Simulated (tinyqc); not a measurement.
Inside a calculation: effective mass of the light-hole band from tabulated energies. Values are carried at full precision from step to step, so a last printed digit may differ when a step is redone from the rounded ones.

c = hbar^2/2m0.
Constants: hbar^2/2m0 = 3.80998211 eV angstrom^2; kB = 8.617333262e-05 eV/K.

Inputs chosen for the exercise (out of a larger set: band of an eight-band Kane model near CdTe; not measured data): T = 300 K (temperature).

## Finite differences

Energies along [100], from the band edge downward:
```
k (1/angstrom)  E (meV)
0.00000          0.0000
0.00630          1.3140
0.01260          5.2376
0.01890         11.7158
0.02520         20.6605
0.03150         31.9540
0.03780         45.4546
0.04410         61.0023
0.05040         78.4242
```

reference mass (curvature of the model at k = 0.0001 1/angstrom) = 0.11494 m0

The band is even in k. m = c k^2/E(k) from the points 1, 2, 4 (k = 0 is point 0); Richardson from points 1 and 2: c/m = [16 E(k1) - E(k2)]/(12 k1^2).

m from points 1, 2, 4 (m0): 0.11508  0.11549  0.11711

m by Richardson = 0.11495 m0

Errors against the reference: +0.12, +0.47 and +1.88 % and 0.00 %. The extrapolation removes the k^4 term.

## Least squares over all points

Fit E = a k^2 (a = sum k^2 E/sum k^4), then E = a k^2 + b k^4 from the normal equations; E in eV; m = c/a.

sums of k^4, k^6, k^8: 1.3818e-05  2.7946e-08  6.1256e-11

sums of k^2 E, k^4 E: 0.00043269  8.7097e-07

a, one term = 31.312 eV angstrom^2

a and b, two terms: 33.05  -859.6

m, one and two terms (m0): 0.12168  0.11528

The parabola over all points errs by +5.9 % because the weights k^4 favour the outer points; the second term brings the error to +0.3 %.

## The non-parabolic form

E (1 + alpha E) = c k^2/m means that y = c k^2/E is a straight line in E with intercept m and slope m alpha. Fit the line by unweighted least squares over points 1 to 8, E in eV.

y (m0): 0.11508  0.11549  0.11616  0.11711  0.11831  0.11976  0.12147  0.12341

m = 0.11490 m0
alpha = 0.938 1/eV

The intercept errs by -0.04 %. For this band the scale of alpha is set by Dso = 0.898 eV as well as by the gap.

## Which mass for which use

From the fitted m and alpha: momentum mass at energy E, m (1 + 2 alpha E); curvature mass m (1 + 2 alpha E)^3; thermal factors to first order in alpha kT: density of states Nc (1 + 15 alpha kT/4), conductivity mass m (1 + 5 alpha kT). Take E = 3 kT/2.

alpha kT = 0.0243
momentum mass = 0.12326 m0
curvature mass = 0.14185 m0
factor on Nc = 1.0909
thermal conductivity mass = 0.12884 m0

alpha kT is small, so first order serves. For a warped valence band one direction does not stand for the whole band.

## Checks

- Two-term fit by normal equations against a least-squares routine: both 33.0508.

Program tinyqc; command `OMP_NUM_THREADS=1 python tinyqc.py 1880144 1880145 out.jsonl`; about 0.01 s on one thread of a shared Intel(R) Xeon(R) Processor @ 2.30GHz.
